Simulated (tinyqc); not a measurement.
# Resistance of a source-drain extension with a graded tip: abruptness at a fixed junction position

y runs along the channel, the gate covers y > 0. The doping is N0 for y < y0 and N0 10^(-(y - y0)/la) beyond, uniform over the depth xj. Sheet conductance s(y) = q mu(N) max(N - Nch, 0) xj + (for y > 0) ma Cox Vo, with mu(N) = u0 + (u1 - u0)/(1 + (N/Nr)^au) and Cox = eps0 eox/tox. Current is taken as one-dimensional; depletion of the tip, spreading and the contact are left out. The metallurgical junction lies at yj, where N = Nch.

R_spacer = integral of dy/s from -Ls to 0, R_ov from 0 to yj, R_channel = (Lg - 2 yj)/(ma Cox Vo), R_total = 2 R_spacer + 2 R_ov + R_channel. Electrical length L_eff = ma Cox dR_total/d(1/Vo); R_series = R_total - L_eff/(ma Cox Vo). y0 is moved with la so that yj stays at 8.8487 nm.

Parameters, values chosen for the exercise; mobility law close to that of electrons in silicon: relative permittivity of the gate insulator (close to silicon dioxide) eox = 3.9; insulator thickness tox = 2.6 nm; active doping of the extension far from the gate N0 = 8.3e19 cm^-3; depth of the extension xj = 8 nm; channel doping Nch = 2.4e18 cm^-3; spacer length Ls = 14 nm; gate overdrive Vo = 0.35 V; mobility of the gate-induced layer ma = 130 cm^2/(V s); mobility at low doping u1 = 1414 cm^2/(V s); mobility at high doping u0 = 68.5 cm^2/(V s); reference doping Nr = 9.2e16 cm^-3; exponent au = 0.711; gate length Lg = 60 nm.

Constants: q = 1.602176634e-19 C, eps0 = 8.8541878128e-14 F/cm where lengths are in cm. Results are converted to the units shown.

The same in every row: yj (nm) = 8.849; R_channel (ohm um) = 700.0.

Abruptness at a fixed junction position:

| la (nm/decade) | R_spacer (ohm um) | R_ov (ohm um) | R_total (ohm um) | L_eff (nm) | R_series (ohm um) |
|---|---|---|---|---|---|
| 1 | 17.14 | 17.22 | 768.7 | 42.93 | 58.33 |
| 2.3 | 17.14 | 26.50 | 787.3 | 43.64 | 65.18 |
| 3.6 | 17.14 | 35.78 | 805.9 | 44.35 | 72.03 |
| 4.9 | 17.14 | 45.06 | 824.4 | 45.05 | 78.88 |
| 6.1 | 17.20 | 53.57 | 841.6 | 45.70 | 85.24 |
| 7.4 | 18.62 | 61.68 | 860.6 | 46.39 | 93.01 |
| 8.7 | 21.78 | 68.47 | 880.5 | 47.03 | 102.3 |
| 10 | 26.53 | 74.20 | 901.5 | 47.62 | 113.5 |

As la goes from 1 to 10 nm/decade, R_total rises from 769 to 901 ohm um, R_spacer rises from 17.1 to 26.5 ohm um and R_ov rises from 17.2 to 74.2 ohm um. R_total changes on average by 14.7 ohm um for each nm/decade. L_eff exceeds the metallurgical length by 0.628 nm in the first row and 5.32 nm in the last, since the gate also controls the lightly doped tips.

tinyqc, about 0.05 s, one thread, Intel Xeon 2.30GHz (shared host): `OMP_NUM_THREADS=1 python tinyqc.py 2282005 2282006 out.jsonl`
